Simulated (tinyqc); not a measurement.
Inside a calculation: electrons shared among three sets of ellipsoidal valleys. Values are carried at full precision from step to step, so a last printed digit may differ when a step is redone from the rounded ones.

Constants: hbar^2/2m0 = 3.80998211 eV angstrom^2; kB = 8.617333262e-05 eV/K.

Parameters, chosen for this exercise (masses and offsets near those of GaAs; mobilities are free inputs, held fixed; not measured data): ml = (0.066, 1.849, 1.305) m0 (longitudinal masses of Gamma, L, X); mt = (0.066, 0.0767, 0.2328) m0 (transverse masses); M = (1, 4, 3) (valleys in each set); T = 77 K; dE = (0, 0.348, 0.428) eV (edges of Gamma, L, X above the first); n = 2.3e+18 1/cm^3 (total electron density); mu = (8200, 930, 300) cm^2/(V s) (mobility of each set).

## Masses of each set

One valley: m_d = (ml mt^2)^(1/3). Whole set: m_de = M^(2/3) m_d. Mean over three axes: 1/m_c = (1/ml + 2/mt)/3. Anisotropy K = ml/mt.

m_d, m_de, m_c (m0) and K of each set:
```
set       m_d    m_de     m_c      K
Gamma  0.0660  0.0660  0.0660   1.00
L      0.2216  0.5583  0.1127  24.11
X      0.4135  0.8602  0.3206   5.61
```

m_de/m_c is 1.00 for Gamma, 4.95 for L, 2.68 for X: many anisotropic valleys give many states at a light conductivity mass. m_c is the mean over three axes; a set that holds only some of the equivalent valleys conducts with a mass that depends on direction.

## Effective densities of states

N_i = M_i times N = 2 (m kB T/(4 pi c))^(3/2) with c = hbar^2/2m0, in 1/angstrom^3; times 1e24 for 1/cm^3, with m = (ml mt^2)^(1/3).

kT = 0.006635 eV

N_i (1/cm^3): Gamma 5.5328e+16, L 1.3613e+18, X 2.6034e+18

## Fermi level and populations

F_j(eta) = (1/Gamma(j + 1)) integral_0^infinity x^j dx/(1 + exp(x - eta)), which tends to exp(eta) for eta << 0.

Solve n = sum_i N_i F_1/2((EF - dE_i)/kT), energies from the edge of the first set.

EF = 0.0959 eV

eta_i: Gamma 14.45, L -38.00, X -50.05

n_i (1/cm^3): Gamma 2.30e+18, L 42.9, X 0.000477

shares: Gamma 1.0000, L 0.0000, X 0.0000

Gamma holds most electrons (100.0 %). Boltzmann weights N_i exp(-dE_i/kT) would give L a share of 0.0000.

## Drift and Hall mobility of the mixture

With f_i the shares, mu_drift = sum f_i mu_i; low-field Hall mobility mu_H = sum f_i mu_i^2/mu_drift (scattering and anisotropy factors set to 1); the Hall density is n mu_drift/mu_H; rho = 1/(e n mu_drift), e = 1.602176634e-19 C.

mu_drift = 8200 cm^2/(V s)
mu_H = 8200 cm^2/(V s)
Hall density = 2.30e+18 1/cm^3
rho = 0.000331 ohm cm

A Hall measurement would read 100.0 % of the true density. The mobilities are of the size met in pure crystals; at this density impurities would cut them and raise rho, by a factor of two to ten or more depending on crystal and density.

## Checks

- Share of L at n = 1e10 1/cm^3 against the Boltzmann weight: both 4.110e-22.

Program tinyqc; command `OMP_NUM_THREADS=1 python tinyqc.py 1681627 1681628 out.jsonl`; about 0.01 s on one thread of a shared Intel(R) Xeon(R) Processor @ 2.30GHz.
